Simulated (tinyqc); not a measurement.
Wafer bonding and layer transfer: bond energy, gap closing, particles, bonding of dissimilar wafers and hydrogen blisters: one step, computed by the program tinyqc. Command: `OMP_NUM_THREADS=1 python tinyqc.py 3022001 3022002 out.jsonl bond walk`. One thread of a shared host (Intel(R) Xeon(R) Processor @ 2.30GHz), about 0.01 s of CPU time with the checks.

gamma is the energy per area of each of the two surfaces; plates are isotropic, and both wafers have E1 and t1.

Problem. Blistering after hydrogen implantation. A flat crack of radius r under a layer of thickness d, as a clamped plate: centre height w = 3 p r^4/(16 E' d^3), volume pi r^2 w/3, energy release G = 3 p^2 r^4/(32 E' d^3), E' = E1/(1 - nu^2). It grows when G = 2 gamma_s. The gas comes from the area pi r^2: p V = (dose x share/2) pi r^2 k_B T, and G = p w/2 = (3/2) N k_B T with N the H2 molecules per area. Share needed: G = 2 gamma_s. The pressure and height at growth are given for r = 10 d.

Inputs (values chosen for the exercise, for model wafers):
```
quantity                                      value        unit
Young's modulus E1                              133         GPa
Poisson ratio nu                               0.18           -
implant depth d                                0.29  micrometre
hydrogen dose                                   9.8   1e16/cm^2
share of the dose released as H2               0.49           -
surface energy of the weakened plane gamma_s    1.2       J/m^2
anneal temperature T                            800           K
```

Constants: k_B = 1.380649e-23 J/K.

Give: energy release G; share of the dose needed; pressure at growth; height at growth.

Solution.

energy release G = 3.978 J/m^2

share of the dose needed = 0.2956

pressure at growth = 34.83 MPa

height at growth = 137.8 nm

The released gas suffices: cracks grow, as blisters under a free surface or as a split under a bonded stiffener. In this plate limit G depends on neither r nor d.
